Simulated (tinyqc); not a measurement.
## Pelgrom slope, floor and doping from two device sizes

Problem. s^2 = A^2/(L W) + s0^2, with s0 independent of size and A = (q/Cox) sqrt(Na Wd/3) from random dopants alone, Cox = 3.9 eps0/ti. Find A, s0 and Na.

Inputs (values chosen for the exercise): oxide-equivalent thickness in inversion ti = 2.3 nm.

Constants: q = 1.602176634e-19 C, eps0 = 8.8541878128e-14 F/cm where lengths are in cm. Results are converted to the units shown.

s for gate areas 0.012 and 0.11 um^2 (mV): [9.05331338, 4.25020833]
Wd = 51.5294320 nm

Answer. s^2 is linear in 1/area: slope A^2, intercept s0^2.

A = 0.928 mV um
s0 = 3.20 mV
Na = 4.40e17 cm^-3

tinyqc, about 0.01 s, one thread, Intel Xeon 2.30GHz (shared host): `OMP_NUM_THREADS=1 python tinyqc.py 2090125 2090126 out.jsonl`
